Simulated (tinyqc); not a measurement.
## Width from the threshold shift

Problem. Undoped body with a flat potential across it, hard walls, transport along x. Three valley pairs (g = 2 each) with the longitudinal mass along x, y or z. Non-parabolicity enters the subband edges through E (1 + al E) = gamma, so E = 2 gamma/(1 + sqrt(1 + 4 al gamma)); motion within a subband is taken as parabolic with the band-edge mass. Energies are counted from the bulk band edge. gamma = C pi^2 [a^2/(my (t + dl)^2) + b^2/(mz (H + dl)^2)], C = hbar^2/(2 m0). Each subband has N_k = g sqrt(2 mx m0 kB T/(pi hbar^2)); without degeneracy n = exp(EF/Vt) sum N_k exp(-E_k/Vt). Classical value Nc times t H, Nc = sum over valleys of 2 g (m m0 kB T/(2 pi hbar^2))^1.5 with m = (mx my mz)^(1/3). Threshold shift dVT = Vt ln(classical value/sum N_k exp(-E_k/Vt)). Find t and the lowest subband edge.

Values chosen for this exercise; masses close to those of silicon:
- T = 200 K (temperature)
- ml = 0.898 m0 (longitudinal mass)
- mt = 0.19 m0 (transverse mass)
- al = 0.5 1/eV (non-parabolicity)
- dl = 0.3 nm (widening of the box by penetration into the insulator)
- H = 34.8 nm (height (along z))

Constants: q = 1.602176634e-19 C, kB = 1.380649e-23 J/K, hbar = 1.054571817e-34 J s, m0 = 9.1093837015e-31 kg, Vt = kB T/q, hbar^2/(2 m0) = 0.0380998212 eV nm^2. Results are converted to the units shown.

dVT = 25.580752 mV

Solution. dVT is evaluated for trial values of t with all subbands; between 1.5 and 25 nm one value matches.

t = 5.80 nm
E_1 = 12.8 meV

Program tinyqc, `OMP_NUM_THREADS=1 python tinyqc.py 2350010 2350011 out.jsonl`; Intel Xeon 2.30GHz, shared host, one thread, about 0.2 s.
